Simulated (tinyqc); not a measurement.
Nanowire ballistic transistor, top-of-the-barrier model: effect of the temperature.

At the top of the source barrier, states moving towards the drain are filled by the source (Fermi level 0) and states moving back by the drain (Fermi level -q Vd); nothing scatters. U is the shift of the band edge there, set by the capacitances CG, CD and CS (the total) and by the charge. Parabolic one-dimensional subband; the source is grounded.

N0 = gv sqrt(2 m kB T/pi)/hbar, CG = 2 pi eps0 eox/ln(1 + 2 tox/d), CS = CG/aG, n0 = n at U = 0 and Vd = 0. eta1 = -(E0 + U)/Vt, eta2 = eta1 - Vd/Vt, n = (N0/2)[F_(-1/2)(eta1) + F_(-1/2)(eta2)], F_(-1/2)(x) = (1/sqrt(pi)) int_0^infinity u^(-1/2)/(1 + exp(u - x)) du. U = UL + q (n - n0)/CS with UL = -(aG Vg + aD Vd), energies in eV. I = gv (2 q^2/h) Vt [ln(1 + exp eta1) - ln(1 + exp eta2)]. CQ = (q/Vt) dn/d(eta1). E0 is held fixed.

Inputs (values chosen for the exercise); mass and valleys close to those of silicon (two valleys):
- m = 0.192 m0 (effective mass)
- gv = 2 (valley degeneracy)
- eox = 3.9 (relative permittivity of the gate insulator)
- tox = 1.7 nm (insulator thickness)
- d = 2 nm (wire diameter)
- aG = 0.94 (gate control CG/CS)
- aD = 0.06 (drain control CD/CS)
- E0 = 0.15 eV (band edge at the barrier top above the source Fermi level at zero bias)
- Vg = 0.4 V (gate voltage)
- Vd = 0.4 V (drain voltage)

Constants: q = 1.602176634e-19 C, kB = 1.380649e-23 J/K, hbar = 1.054571817e-34 J s, h = 6.62607015e-34 J s, m0 = 9.1093837015e-31 kg, Vt = kB T/q, eps0 = 8.8541878128e-14 F/cm where lengths are in cm. Results are converted to the units shown.

Result of one run:
```
eta1    n (cm^-1)  I (uA)  mean velocity I/(q n) (cm/s)   CQ/CS
10.224   2.9871e6  6.8264                      1.4264e7  2.3787
```

Which temperature T gave this result: 50, 77, 120 or 180 K?

T = 50 K.

The whole series:
```
T (K)    eta1  n (cm^-1)  I (uA)  mean velocity I/(q n) (cm/s)   CQ/CS
50     10.224   2.9871e6  6.8264                      1.4264e7  2.3787
77     6.6980   2.9814e6  6.8883                      1.4420e7  2.4213
120    4.3942   2.9670e6  7.0610                      1.4854e7  2.4965
180    3.0350   2.9435e6  7.4079                      1.5708e7  2.5064
240    2.3464   2.9248e6  7.8128                      1.6672e7  2.4198
300    1.9240   2.9169e6  8.2538                      1.7661e7  2.2924
360    1.6398   2.9235e6  8.7356                      1.8650e7  2.1566
420    1.4394   2.9460e6  9.2656                      1.9630e7  2.0274
```

As T goes from 50 to 420 K, n goes from 2.99e6 through a minimum of 2.92e6 (at T = 300 K among the rows listed) to 2.95e6 cm^-1, the mean velocity rises from 1.43e7 to 1.96e7 cm/s and the current rises from 6.83 to 9.27 uA. CQ/CS goes from 2.4 to 2.0.

Computed by the program tinyqc: `OMP_NUM_THREADS=1 python tinyqc.py 2400074 2400075 out.jsonl`, one thread of a shared Intel Xeon 2.30GHz, about 0.04 s for the whole run.
